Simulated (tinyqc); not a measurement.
What moves the carrier density: donors with valley-orbit split 1s states.

Each donor binds at most one electron, in any of its states. For a site s, W_s = sum over its states of g exp(E/kT), and the ionised share is 1/(1 + W_s exp(eta)), eta = (EF - Ec)/kT; n = Nc F_1/2(eta); neutrality n + NA = ND x (mean ionised share); holes are neglected. Nc from N = 2 (m kB T/(4 pi c))^(3/2) with c = hbar^2/2m0, in 1/angstrom^3; times 1e24 for 1/cm^3, m = md. F_j(eta) = (1/Gamma(j + 1)) integral_0^infinity x^j dx/(1 + exp(x - eta)), which tends to exp(eta) for eta << 0.

Mobility (Caughey-Thomas form): mu = mu0 + (mu1 (T/300)^(-ga) - mu0)/(1 + ((ND + NA)/Nr)^de); rho = 1/(e n mu), e = 1.602176634e-19 C.

Constants: hbar^2/2m0 = 3.80998211 eV angstrom^2; kB = 8.617333262e-05 eV/K.

Inputs chosen for the exercise (near those of As in Si; the results hold for these values, not for the real material):
- md = 1.035 m0 (density-of-states mass of the conduction band)
- E = (54.6, 33, 32.1) meV (binding energies of 1s(A1), 1s(T2), 1s(E))
- g = (2, 6, 4) (their degeneracies with spin)
- ND = 4.1e+17 1/cm^3 (donors)
- NA = 5.8e+16 1/cm^3 (compensating acceptors, all ionised)
- T = 300 K
- mu0 = 62 cm^2/(V s) (mobility at heavy doping)
- mu1 = 1411 cm^2/(V s) (mobility at light doping and 300 K)
- Nr = 8.6e+16 1/cm^3 (reference doping)
- de = 0.72 (doping exponent)
- ga = 2.3 (temperature exponent)

All results formed anew.

One parameter was then changed.

Results before and after:

| case | eta | n (1/cm^3) | rho (ohm cm) |
|---|---|---|---|
| base | -4.759 | 2.258e+17 | 0.07480 |
| changed | -4.759 | 2.258e+17 | 0.05491 |

Which of these changes was made? (a) Nr = 1.72e+17 1/cm^3; (b) ND = 8.2e+17 1/cm^3; (c) E = (59.6, 33, 32.1) meV; (d) NA = 9.9e+16 1/cm^3; (e) md = 1.139 m0; (f) T = 330 K.

Answer: (a) Nr = 1.72e+17 1/cm^3. Of the candidates, run in turn, only this one gives the changed row.

All candidates:

| case | eta | n (1/cm^3) | rho (ohm cm) |
|---|---|---|---|
| base | -4.759 | 2.258e+17 | 0.07480 |
| E = (59.6, 33, 32.1) meV | -4.778 | 2.216e+17 | 0.07620 |
| md = 1.139 m0 | -4.864 | 2.348e+17 | 0.07194 |
| ND = 8.2e+17 1/cm^3 | -4.185 | 4.001e+17 | 0.05668 |
| NA = 9.9e+16 1/cm^3 | -4.898 | 1.966e+17 | 0.08932 |
| T = 330 K | -4.828 | 2.432e+17 | 0.08381 |
| Nr = 1.72e+17 1/cm^3 | -4.759 | 2.258e+17 | 0.05491 |

Program tinyqc; command `OMP_NUM_THREADS=1 python tinyqc.py 1651551 1651552 out.jsonl`; about 0.02 s on one thread of a shared Intel(R) Xeon(R) Processor @ 2.30GHz.
